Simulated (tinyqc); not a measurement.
Worked calculation: Pariser-Parr-Pople SCF with singles CI, for the molecule C1=CC=CC=CC=C1 (SMILES; centres numbered as the heavy atoms are written). Computed by tinyqc, a small Python program that keeps every step. Settings: charge = 0, gamma = Ohno, start = huckel, damping = 0.3, iteration cap = 88, excitations kept = 9. Command: `OMP_NUM_THREADS=1 python tinyqc.py 30414 30415 out.jsonl` (the two numbers bound the seeds that draw the settings). One thread of a shared host (Intel(R) Xeon(R) Processor @ 2.60GHz), about 0.02 s of CPU time with the checks. Later iterations appear only in the table of the cycle.

## PPP integrals

Centres (angstrom, eV; a flat drawing with bonds scaled to 1.40 angstrom):
```
centre          x          y  core charge z          W   gamma_rr
1C       1.829000   0.000000              1  10.870000  11.860000
2C       1.293000   1.293000              1  10.870000  11.860000
3C       0.000000   1.829000              1  10.870000  11.860000
4C      -1.293000   1.293000              1  10.870000  11.860000
5C      -1.829000   0.000000              1  10.870000  11.860000
6C      -1.293000  -1.293000              1  10.870000  11.860000
7C       0.000000  -1.829000              1  10.870000  11.860000
8C       1.293000  -1.293000              1  10.870000  11.860000
```

Resonance integrals (eV):
```
i  j       beta
1  2  -2.390000
2  3  -2.390000
3  4  -2.390000
4  5  -2.390000
5  6  -2.390000
6  7  -2.390000
7  8  -2.390000
8  1  -2.390000
```

Ohno: gamma = 14.399645/sqrt(R^2 + a^2), a = 2 x 14.399645/(gamma_rr + gamma_ss); H_rr = -W_r - sum_(s != r) z_s gamma_rs; H_rs = beta for bonds.

repulsion gamma_rs (eV), order 1C, 2C, 3C, 4C, 5C, 6C, 7C, 8C:
$$\begin{pmatrix}
11.860000 & 7.771374 & 5.039462 & 4.010303 & 3.736063 & 4.010303 & 5.039462 & 7.771374 \\
7.771374 & 11.860000 & 7.771374 & 5.040414 & 4.010303 & 3.736839 & 4.010303 & 5.040414 \\
5.039462 & 7.771374 & 11.860000 & 7.771374 & 5.039462 & 4.010303 & 3.736063 & 4.010303 \\
4.010303 & 5.040414 & 7.771374 & 11.860000 & 7.771374 & 5.040414 & 4.010303 & 3.736839 \\
3.736063 & 4.010303 & 5.039462 & 7.771374 & 11.860000 & 7.771374 & 5.039462 & 4.010303 \\
4.010303 & 3.736839 & 4.010303 & 5.040414 & 7.771374 & 11.860000 & 7.771374 & 5.040414 \\
5.039462 & 4.010303 & 3.736063 & 4.010303 & 5.039462 & 7.771374 & 11.860000 & 7.771374 \\
7.771374 & 5.040414 & 4.010303 & 3.736839 & 4.010303 & 5.040414 & 7.771374 & 11.860000
\end{pmatrix}$$

core matrix H (eV), order 1C, 2C, 3C, 4C, 5C, 6C, 7C, 8C:
$$\begin{pmatrix}
-48.248341 & -2.390000 & 0.000000 & 0.000000 & 0.000000 & 0.000000 & 0.000000 & -2.390000 \\
-2.390000 & -48.251023 & -2.390000 & 0.000000 & 0.000000 & 0.000000 & 0.000000 & 0.000000 \\
0.000000 & -2.390000 & -48.248341 & -2.390000 & 0.000000 & 0.000000 & 0.000000 & 0.000000 \\
0.000000 & 0.000000 & -2.390000 & -48.251023 & -2.390000 & 0.000000 & 0.000000 & 0.000000 \\
0.000000 & 0.000000 & 0.000000 & -2.390000 & -48.248341 & -2.390000 & 0.000000 & 0.000000 \\
0.000000 & 0.000000 & 0.000000 & 0.000000 & -2.390000 & -48.251023 & -2.390000 & 0.000000 \\
0.000000 & 0.000000 & 0.000000 & 0.000000 & 0.000000 & -2.390000 & -48.248341 & -2.390000 \\
-2.390000 & 0.000000 & 0.000000 & 0.000000 & 0.000000 & 0.000000 & -2.390000 & -48.251023
\end{pmatrix}$$

## Starting guess

pi electrons, sum of z_r less the charge = 8

Orbitals of the Hueckel matrix of the beta values.

P at the start, order 1C, 2C, 3C, 4C, 5C, 6C, 7C, 8C:
$$\begin{pmatrix}
1.240418 & 0.672103 & -0.240418 & -0.172103 & 0.240418 & -0.035004 & -0.240418 & 0.535004 \\
0.672103 & 0.759582 & 0.535004 & 0.240418 & -0.035004 & -0.240418 & -0.172103 & 0.240418 \\
-0.240418 & 0.535004 & 1.240418 & 0.672103 & -0.240418 & -0.172103 & 0.240418 & -0.035004 \\
-0.172103 & 0.240418 & 0.672103 & 0.759582 & 0.535004 & 0.240418 & -0.035004 & -0.240418 \\
0.240418 & -0.035004 & -0.240418 & 0.535004 & 1.240418 & 0.672103 & -0.240418 & -0.172103 \\
-0.035004 & -0.240418 & -0.172103 & 0.240418 & 0.672103 & 0.759582 & 0.535004 & 0.240418 \\
-0.240418 & -0.172103 & 0.240418 & -0.035004 & -0.240418 & 0.535004 & 1.240418 & 0.672103 \\
0.535004 & 0.240418 & -0.035004 & -0.240418 & -0.172103 & 0.240418 & 0.672103 & 0.759582
\end{pmatrix}$$

## Iteration 1: Fock matrix

F_rr = H_rr + P_rr gamma_rr / 2 + sum_(s != r) P_ss gamma_rs; F_rs = H_rs - P_rs gamma_rs / 2; E = tr P (H + F) / 2 + core repulsion sum_(r<s) z_r z_s gamma_rs.

F (eV), order 1C, 2C, 3C, 4C, 5C, 6C, 7C, 8C:
$$\begin{pmatrix}
-5.858006 & -5.001580 & 0.605790 & 0.345092 & -0.449109 & 0.070189 & 0.605790 & -4.468859 \\
-5.001580 & -4.022639 & -4.468859 & -0.605904 & 0.070189 & 0.449202 & 0.345092 & -0.605904 \\
0.605790 & -4.468859 & -5.858006 & -5.001580 & 0.605790 & 0.345092 & -0.449109 & 0.070189 \\
0.345092 & -0.605904 & -5.001580 & -4.022639 & -4.468859 & -0.605904 & 0.070189 & 0.449202 \\
-0.449109 & 0.070189 & 0.605790 & -4.468859 & -5.858006 & -5.001580 & 0.605790 & 0.345092 \\
0.070189 & 0.449202 & 0.345092 & -0.605904 & -5.001580 & -4.022639 & -4.468859 & -0.605904 \\
0.605790 & 0.345092 & -0.449109 & 0.070189 & 0.605790 & -4.468859 & -5.858006 & -5.001580 \\
-4.468859 & -0.605904 & 0.070189 & 0.449202 & 0.345092 & -0.605904 & -5.001580 & -4.022639
\end{pmatrix}$$

pi energy = -100.516774 eV

## Iteration 1: orbitals and new P

Diagonalise F (the basis is taken as orthonormal) and form P = 2 sum c c over the lowest orbitals; 0.3 of the old P is kept.

orbital energies (eV): [-13.996878, -11.948684, -11.948684, -7.642214, -2.238108, 2.067946, 2.067946, 4.116098]

P after iteration 1, order 1C, 2C, 3C, 4C, 5C, 6C, 7C, 8C:
$$\begin{pmatrix}
1.265522 & 0.682199 & -0.236128 & -0.169375 & 0.218725 & -0.036508 & -0.236128 & 0.523581 \\
0.682199 & 0.734478 & 0.523581 & 0.236128 & -0.036508 & -0.218725 & -0.169375 & 0.236128 \\
-0.236128 & 0.523581 & 1.265522 & 0.682199 & -0.236128 & -0.169375 & 0.218725 & -0.036508 \\
-0.169375 & 0.236128 & 0.682199 & 0.734478 & 0.523581 & 0.236128 & -0.036508 & -0.218725 \\
0.218725 & -0.036508 & -0.236128 & 0.523581 & 1.265522 & 0.682199 & -0.236128 & -0.169375 \\
-0.036508 & -0.218725 & -0.169375 & 0.236128 & 0.682199 & 0.734478 & 0.523581 & 0.236128 \\
-0.236128 & -0.169375 & 0.218725 & -0.036508 & -0.236128 & 0.523581 & 1.265522 & 0.682199 \\
0.523581 & 0.236128 & -0.036508 & -0.218725 & -0.169375 & 0.236128 & 0.682199 & 0.734478
\end{pmatrix}$$

## Iteration 2: Fock matrix

As before.

F (eV), order 1C, 2C, 3C, 4C, 5C, 6C, 7C, 8C:
$$\begin{pmatrix}
-5.953862 & -5.040811 & 0.594979 & 0.339622 & -0.408585 & 0.073205 & 0.594979 & -4.424473 \\
-5.040811 & -3.926850 & -4.424473 & -0.595091 & 0.073205 & 0.408670 & 0.339622 & -0.595091 \\
0.594979 & -4.424473 & -5.953862 & -5.040811 & 0.594979 & 0.339622 & -0.408585 & 0.073205 \\
0.339622 & -0.595091 & -5.040811 & -3.926850 & -4.424473 & -0.595091 & 0.073205 & 0.408670 \\
-0.408585 & 0.073205 & 0.594979 & -4.424473 & -5.953862 & -5.040811 & 0.594979 & 0.339622 \\
0.073205 & 0.408670 & 0.339622 & -0.595091 & -5.040811 & -3.926850 & -4.424473 & -0.595091 \\
0.594979 & 0.339622 & -0.408585 & 0.073205 & 0.594979 & -4.424473 & -5.953862 & -5.040811 \\
-4.424473 & -0.595091 & 0.073205 & 0.408670 & 0.339622 & -0.595091 & -5.040811 & -3.926850
\end{pmatrix}$$

pi energy = -100.587648 eV

## Iteration 2: orbitals and new P

As before.

orbital energies (eV): [-13.995858, -11.955784, -11.955784, -7.697530, -2.182873, 2.074987, 2.074987, 4.115006]

P after iteration 2, order 1C, 2C, 3C, 4C, 5C, 6C, 7C, 8C:
$$\begin{pmatrix}
1.280108 & 0.690768 & -0.232143 & -0.169578 & 0.205714 & -0.035124 & -0.232143 & 0.513673 \\
0.690768 & 0.719892 & 0.513673 & 0.232143 & -0.035124 & -0.205714 & -0.169578 & 0.232143 \\
-0.232143 & 0.513673 & 1.280108 & 0.690768 & -0.232143 & -0.169578 & 0.205714 & -0.035124 \\
-0.169578 & 0.232143 & 0.690768 & 0.719892 & 0.513673 & 0.232143 & -0.035124 & -0.205714 \\
0.205714 & -0.035124 & -0.232143 & 0.513673 & 1.280108 & 0.690768 & -0.232143 & -0.169578 \\
-0.035124 & -0.205714 & -0.169578 & 0.232143 & 0.690768 & 0.719892 & 0.513673 & 0.232143 \\
-0.232143 & -0.169578 & 0.205714 & -0.035124 & -0.232143 & 0.513673 & 1.280108 & 0.690768 \\
0.513673 & 0.232143 & -0.035124 & -0.205714 & -0.169578 & 0.232143 & 0.690768 & 0.719892
\end{pmatrix}$$

## Iteration 3: Fock matrix

As before.

F (eV), order 1C, 2C, 3C, 4C, 5C, 6C, 7C, 8C:
$$\begin{pmatrix}
-6.009557 & -5.074109 & 0.584938 & 0.340030 & -0.384280 & 0.070429 & 0.584938 & -4.385973 \\
-5.074109 & -3.871195 & -4.385973 & -0.585048 & 0.070429 & 0.384360 & 0.340030 & -0.585048 \\
0.584938 & -4.385973 & -6.009557 & -5.074109 & 0.584938 & 0.340030 & -0.384280 & 0.070429 \\
0.340030 & -0.585048 & -5.074109 & -3.871195 & -4.385973 & -0.585048 & 0.070429 & 0.384360 \\
-0.384280 & 0.070429 & 0.584938 & -4.385973 & -6.009557 & -5.074109 & 0.584938 & 0.340030 \\
0.070429 & 0.384360 & 0.340030 & -0.585048 & -5.074109 & -3.871195 & -4.385973 & -0.585048 \\
0.584938 & 0.340030 & -0.384280 & 0.070429 & 0.584938 & -4.385973 & -6.009557 & -5.074109 \\
-4.385973 & -0.585048 & 0.070429 & 0.384360 & 0.340030 & -0.585048 & -5.074109 & -3.871195
\end{pmatrix}$$

pi energy = -100.627565 eV

## Iteration 3: orbitals and new P

As before.

orbital energies (eV): [-13.994510, -11.959704, -11.959704, -7.733063, -2.147387, 2.078873, 2.078873, 4.113618]

P after iteration 3, order 1C, 2C, 3C, 4C, 5C, 6C, 7C, 8C:
$$\begin{pmatrix}
1.288050 & 0.698677 & -0.228551 & -0.171622 & 0.197434 & -0.032131 & -0.228551 & 0.504655 \\
0.698677 & 0.711950 & 0.504655 & 0.228551 & -0.032131 & -0.197434 & -0.171622 & 0.228551 \\
-0.228551 & 0.504655 & 1.288050 & 0.698677 & -0.228551 & -0.171622 & 0.197434 & -0.032131 \\
-0.171622 & 0.228551 & 0.698677 & 0.711950 & 0.504655 & 0.228551 & -0.032131 & -0.197434 \\
0.197434 & -0.032131 & -0.228551 & 0.504655 & 1.288050 & 0.698677 & -0.228551 & -0.171622 \\
-0.032131 & -0.197434 & -0.171622 & 0.228551 & 0.698677 & 0.711950 & 0.504655 & 0.228551 \\
-0.228551 & -0.171622 & 0.197434 & -0.032131 & -0.228551 & 0.504655 & 1.288050 & 0.698677 \\
0.504655 & 0.228551 & -0.032131 & -0.197434 & -0.171622 & 0.228551 & 0.698677 & 0.711950
\end{pmatrix}$$

## Convergence

Stop when output and input P, before any damping, agree to 1e-7.

Course of the cycle:
```
iteration         E (eV)  largest |P(out) - P(in)|
1          -100.51677426                  3.59e-02
2          -100.58764764                  2.08e-02
3          -100.62756532                  1.29e-02
4          -100.64896617                  1.22e-02
5          -100.66166639                  1.19e-02
6          -100.67088459                  1.19e-02
7          -100.67905457                  1.20e-02
8          -100.68724648                  1.22e-02
9          -100.69591647                  1.24e-02
10         -100.70525101                  1.26e-02
11         -100.71531386                  1.28e-02
...                  ...                       ...
78         -100.97811447                  3.72e-04
79         -100.97812039                  3.45e-04
80         -100.97812549                  3.20e-04
81         -100.97812988                  2.97e-04
82         -100.97813365                  2.75e-04
83         -100.97813690                  2.55e-04
84         -100.97813970                  2.37e-04
85         -100.97814211                  2.20e-04
86         -100.97814418                  2.04e-04
87         -100.97814596                  1.89e-04
88         -100.97814750                  1.76e-04
```

Not converged within 88 iterations: the residual falls steadily but slowly, by a factor of about 0.93 a step. Reruns (cap 100 unless said): damping 0.5: not converged; damping 0: not converged; the original settings with a cap of 400: converged in 188 (E = -100.97816).
